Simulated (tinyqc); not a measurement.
# Undoped symmetric double-gate MOSFET, analytic potential model, step by step

Computed by the program tinyqc: `OMP_NUM_THREADS=1 python tinyqc.py 2440007 2440008 out.jsonl`, one thread of a shared Intel Xeon 2.30GHz, about 0.01 s for the whole run. Printed values are rounded.

An undoped body of thickness ts between two equal insulators and tied gates; long channel, electrons only, n = ni exp((psi - V)/Vt) with V the quasi-Fermi potential (0 at the source, Vd at the drain), constant mobility, no quantisation. Across the body psi(x) = V - 2 Vt ln[(ts/(2 beta)) sqrt(q ni/(2 eps0 eps_r Vt)) cos(2 beta x/ts)], x from the centre. Q is the electron charge per area of the whole body.

Values chosen for this exercise; material values close to those of In0.53Ga0.47As:
- T = 325 K (temperature)
- Eg = 0.753 eV (band gap)
- eps_r = 13.8 (relative permittivity of the semiconductor)
- Nc = 2.36e17 cm^-3 (conduction-band density of states at T)
- Nv = 8.73e18 cm^-3 (valence-band density of states at T)
- eox = 9.4 (relative permittivity of the gate insulator)
- tox = 4.2 nm (insulator thickness)
- ts = 8 nm (body thickness)
- dphi = 0.02 V (gate work function less that of the intrinsic body)
- mu = 720 cm^2/(V s) (channel mobility)
- L = 2 um (gate length)
- Vg = 0.63 V (gate voltage)
- Vd = 0.8 V (drain voltage)

Constants: q = 1.602176634e-19 C, kB = 1.380649e-23 J/K, Vt = kB T/q, eps0 = 8.8541878128e-14 F/cm where lengths are in cm. Results are converted to the units shown.

Range of the model: The surface density at the source passes 0.3 Nc, where Boltzmann statistics fail.

## Constants of the body

ni = sqrt(Nc Nv) exp(-Eg/(2 Vt)), Eg in volts; r = eps_r tox/(eox ts); V0 = dphi + 2 Vt ln[(2/ts) sqrt(2 eps0 eps_r Vt/(q ni))].

ni = 2.08245e12 cm^-3
r = 0.770745
V0 = 0.413881 V

## Iteration 1: beta at the source by Newton steps

beta at the start = 1.5

With V = 0: f = ln(beta) - ln(cos beta) + 2 r beta tan(beta) - (Vg - V0)/(2 Vt); f' = 1/beta + tan(beta) + 2 r [tan(beta) + beta/cos^2(beta)]; beta(new) = beta - f/f'.

f = 31.8016
f' = 498.605
beta after iteration 1 = 1.43622

## Iteration 2: beta at the source by Newton steps

As before.

f = 14.8637
f' = 142.449
beta after iteration 2 = 1.33187

## Course of the iteration: beta at the source by Newton steps

Stop when beta changes by less than 1e-11, or after 40 iterations. beta must stay between 0 and pi/2.

Course of the iteration:
```
iteration,beta,|change|
1,1.43622,0.0638
2,1.33187,0.104
3,1.20023,0.132
4,1.10239,0.0978
5,1.07485,0.0275
6,1.07340,1.45e-3
7,1.07340,3.58e-6
8,1.07340,2.18e-11
9,1.07340,0
```

Converged in 9 iterations. At the end the number of correct digits about doubles with each step.

## Charges and drain current

beta_s = 1.07340
beta_d = 2.97084e-5

beta (between 0 and pi/2) solves (Vg - V0 - V)/(2 Vt) = ln(beta) - ln(cos beta) + 2 r beta tan(beta). Q = 8 eps0 eps_r Vt beta tan(beta)/ts; I = mu (1/L)(4 eps0 eps_r/ts)(2 Vt)^2 [g(beta_s) - g(beta_d)] per width, g = beta tan(beta) - beta^2/2 + r beta^2 tan^2(beta), with beta_s at V = 0 and beta_d at V = Vd.

Qs = 676.558 nC/cm^2
Qd = 3.02025e-7 nC/cm^2
g(beta_s) = 4.41364
g(beta_d) = 4.41294e-10
I = 30.4558 uA/um

The term r beta^2 tan^2(beta), which gives the square law, makes up 68.3 % of g at the source.

## Potential and electron density across the body at the source

```
point,x/ts
0,0
1,0.1
2,0.2
3,0.3
4,0.4
5,0.45
6,0.5
```

psi(x) as above with V = 0 and beta = beta_s; n = ni exp(psi/Vt).

```
point,psi (V),n (cm^-3)
0,0.397848,3.07615e18
1,0.399149,3.22239e18
2,0.403178,3.72098e18
3,0.410370,4.81037e18
4,0.421685,7.20509e18
5,0.429477,9.51650e18
6,0.439294,1.35119e19
```

The density at the surface is 4.39 times that at the centre (1/cos^2 beta). It reaches 57 Nc, where Boltzmann statistics overestimate it.
